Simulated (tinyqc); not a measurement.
Thin-film transistor with exponential tail and deep states, accumulation layer: one step of the calculation.

An undoped film in accumulation, thicker than the space-charge layer. With band bending psi the Fermi level lies E0 - psi below the band edge. Free electrons n = n0 exp(psi/Vt) carry the current; electrons in two exponential distributions of traps, a = a0 exp(psi/Va) and d = d0 exp(psi/Vp), do not. Linear regime, ohmic contacts, traps in equilibrium.

Question. Free and total charge, current. Va = kB Tt/q, Vp = kB Td/q. G(psi) = sum over the three kinds of c0 [V (exp(psi/V) - 1) - psi], field F = sqrt(2 q G/(eps0 eps_r)); Vg = psi + eps0 eps_r F/Ci at the surface. Total charge Q = Ci (Vg - psi_s); free charge Qf = q times the integral of n0 (exp(psi/Vt) - 1)/F over psi from 0 to psi_s; I = (W/L) mb Qf Vd; effective mobility mb Qf/Q.

Values chosen for this exercise; values close to those of an organic semiconductor: temperature T = 270 K; relative permittivity of the semiconductor eps_r = 3.2; band mobility mb = 3.1 cm^2/(V s); characteristic temperature of the tail Tt = 440 K; characteristic temperature of the deep states Td = 1100 K; gate capacitance Ci = 100 nF/cm^2; ratio W/L WL = 2; drain voltage Vd = 0.2 V; gate voltage above flat band Vg = 2 V.

Constants: q = 1.602176634e-19 C, kB = 1.380649e-23 J/K, Vt = kB T/q, eps0 = 8.8541878128e-14 F/cm where lengths are in cm. Results are converted to the units shown.

psi_s = 0.548950189 V
n0 = 1.60270061e7 cm^-3
a0 = 2.94495891e12 cm^-3
d0 = 2.88341233e14 cm^-3

Wanted: surface densities; Q; Qf; effective mobility; I.

Answer.

surface densities (cm^-3): free 2.8279e17, tail 5.7119e18, deep 9.4403e16
Q = 145.10 nC/cm^2
Qf = 2.9313 nC/cm^2
effective mobility = 0.062623 cm^2/(V s)
I = 3.6348 nA

Numbers from tinyqc (`OMP_NUM_THREADS=1 python tinyqc.py 2610024 2610025 out.jsonl`; about 0.02 s on one thread of a shared Intel Xeon 2.30GHz).
